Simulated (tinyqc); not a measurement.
Worked calculation: empirical pseudopotential in a few plane waves. Computed by tinyqc, a small Python program that keeps every step. Settings: plane-wave index or count = 15. Command: `OMP_NUM_THREADS=1 python tinyqc.py 29612 29613 out.jsonl` (the two numbers bound the seeds that draw the settings). One thread of a shared host (Intel(R) Xeon(R) Processor @ 2.60GHz), about 0.2 s of CPU time with the checks.

## Bloch Hamiltonian at k

Parameters chosen for this model: fcc lattice, atoms at +/- a/8 (1,1,1); form factors in rydberg at |G|^2 in units of (2 pi/a)^2:

| parameter | value | unit |
|---|---|---|
| a | 5.390000 | angstrom |
| VS(3) | -0.230000 | Ry |
| VS(8) | 0.026000 | Ry |
| VS(11) | 0.056000 | Ry |
| VA(3) | 0.032000 | Ry |
| VA(4) | 0.070000 | Ry |
| VA(11) | 0.009000 | Ry |
| hbar^2/2m (2 pi/a)^2 | 5.177321 | eV |

k point k (2 pi / a): -0.3300  0.4900  0.6000

Basis: the 15 shortest G (labels in 2 pi/a), the same at every k. H(G,G') = c |k + G|^2 delta + VS(|G-G'|^2) cos((G-G').tau) + i VA sin((G-G').tau), tau = a/8 (1,1,1); 1 Ry = 13.605693 eV.

H(k) at k (eV), lower triangle (Hermitian):
```
                 +0+0+0           -1-1-1           -1-1+1           -1+1-1
+0+0+0           3.6707
-1-1-1   2.2128-0.3079i          11.3332
-1-1+1  -2.2128-0.3079i   0.0000+0.9524i          23.7587
-1+1-1  -2.2128-0.3079i   0.0000+0.9524i           0.3537          21.4807
-1+1+1  -2.2128+0.3079i          -0.3537   0.0000+0.9524i   0.0000+0.9524i
+1-1-1  -2.2128-0.3079i   0.0000+0.9524i           0.3537           0.3537
+1-1+1  -2.2128+0.3079i          -0.3537   0.0000+0.9524i           0.0000
+1+1-1  -2.2128+0.3079i          -0.3537           0.0000   0.0000+0.9524i
+1+1+1   2.2128+0.3079i           0.0000          -0.3537          -0.3537
-2+0+0   0.0000-0.9524i  -2.2128+0.3079i  -2.2128-0.3079i  -2.2128-0.3079i
+0-2+0   0.0000-0.9524i  -2.2128+0.3079i  -2.2128-0.3079i   0.5388-0.0866i
+0+0-2   0.0000-0.9524i  -2.2128+0.3079i   0.5388-0.0866i  -2.2128-0.3079i
+0+0+2   0.0000+0.9524i  -0.5388-0.0866i   2.2128+0.3079i  -0.5388+0.0866i
+0+2+0   0.0000+0.9524i  -0.5388-0.0866i  -0.5388+0.0866i   2.2128+0.3079i
+2+0+0   0.0000+0.9524i  -0.5388-0.0866i  -0.5388+0.0866i  -0.5388+0.0866i

                 -1+1+1           +1-1-1           +1-1+1           +1+1-1
-1+1+1          33.9063
+1-1-1           0.0000           4.4991
+1-1+1           0.3537   0.0000+0.9524i          16.9247
+1+1-1           0.3537   0.0000+0.9524i           0.3537          14.6466
+1+1+1   0.0000+0.9524i          -0.3537   0.0000+0.9524i   0.0000+0.9524i
-2+0+0   2.2128-0.3079i   0.5388-0.0866i  -0.5388-0.0866i  -0.5388-0.0866i
+0-2+0  -0.5388-0.0866i  -2.2128-0.3079i   2.2128-0.3079i  -0.5388-0.0866i
+0+0-2  -0.5388-0.0866i  -2.2128-0.3079i  -0.5388-0.0866i   2.2128-0.3079i
+0+0+2  -2.2128+0.3079i  -0.5388+0.0866i  -2.2128+0.3079i   0.5388+0.0866i
+0+2+0  -2.2128+0.3079i  -0.5388+0.0866i   0.5388+0.0866i  -2.2128+0.3079i
+2+0+0   0.5388+0.0866i   2.2128+0.3079i  -2.2128+0.3079i  -2.2128+0.3079i

                 +1+1+1   -2+0+0   +0-2+0   +0+0-2
+1+1+1          27.0722
-2+0+0  -0.5388+0.0866i  31.2141
+0-2+0  -0.5388+0.0866i   0.3537  14.2325
+0+0-2  -0.5388+0.0866i   0.3537   0.3537  11.9544
+0+0+2  -2.2128-0.3079i  -0.3537  -0.3537   0.0000
+0+2+0  -2.2128-0.3079i  -0.3537   0.0000  -0.3537
+2+0+0  -2.2128-0.3079i   0.0000  -0.3537  -0.3537

         +0+0+2   +0+2+0   +2+0+0
+0+0+2  36.8056
+0+2+0   0.3537  34.5276
+2+0+0   0.3537   0.3537  17.5459
```

## Levels at k

Diagonalise the Hermitian matrix.

eigenvalues (eV): -0.4150  4.2760  9.3822  10.2739  14.0006  15.5943  16.7349  20.4573  21.7741  23.5977  26.5291  31.4463  33.9295  36.2033  39.7881

## Bands along a path

The same steps at evenly spaced points between the labelled ones.

Bands along the path (eV), lowest eight:

| k | band 1 | band 2 | band 3 | band 4 | band 5 | band 6 | band 7 | band 8 |
|---|---|---|---|---|---|---|---|---|
| L | -0.4476 | 4.0909 | 10.5809 | 10.5809 | 12.8907 | 16.0548 | 16.0548 | 19.3984 |
| L-G 0.25 | -1.1303 | 5.0987 | 10.6008 | 10.6008 | 12.9526 | 16.0772 | 16.0772 | 19.3972 |
| L-G 0.50 | -1.9419 | 7.0412 | 10.8665 | 10.8665 | 13.3257 | 16.2435 | 16.2435 | 18.1033 |
| L-G 0.75 | -2.4998 | 9.4340 | 11.2654 | 11.2654 | 13.6254 | 15.8538 | 15.8538 | 16.0087 |
| G | -2.6937 | 11.4899 | 11.4899 | 11.4899 | 12.5687 | 15.4715 | 15.4715 | 15.4715 |
| G-X 0.25 | -2.4347 | 9.4486 | 10.8052 | 10.8052 | 14.3241 | 14.8700 | 16.5903 | 16.5903 |
| G-X 0.50 | -1.6818 | 7.1852 | 9.7809 | 9.7809 | 13.0356 | 15.1096 | 18.8758 | 18.8758 |
| G-X 0.75 | -0.5489 | 5.1964 | 9.1245 | 9.1245 | 11.9973 | 13.9705 | 21.5629 | 21.5629 |
| X | 0.4565 | 4.0031 | 9.0023 | 9.0023 | 11.6146 | 13.6541 | 24.5334 | 24.5334 |

With 4 band(s) filled, the highest filled level on these points lies at G and the lowest empty one at X: a gap of 0.1248 eV, indirect. This holds for the small fixed basis; with all plane waves up to |k + G|^2 = 21 (2 pi/a)^2 the gap along the path is 0.24 eV.

## Convergence with the number of plane waves

Levels at G counted from the fourth one.

Levels (eV):

| plane waves | level 1 | level 5 | level 8 |
|---|---|---|---|
| 9 | -16.4834 | 0.8870 | 1.9048 |
| 15 | -14.1836 | 1.0788 | 3.9816 |
| 27 | -13.4860 | 1.4157 | 4.0861 |
| 51 | -13.4100 | 1.4573 | 4.1849 |
| 59 | -13.4104 | 1.4748 | 4.0501 |
| 65 | -13.4135 | 1.4758 | 4.0246 |
| 89 | -13.3996 | 1.4726 | 4.0369 |
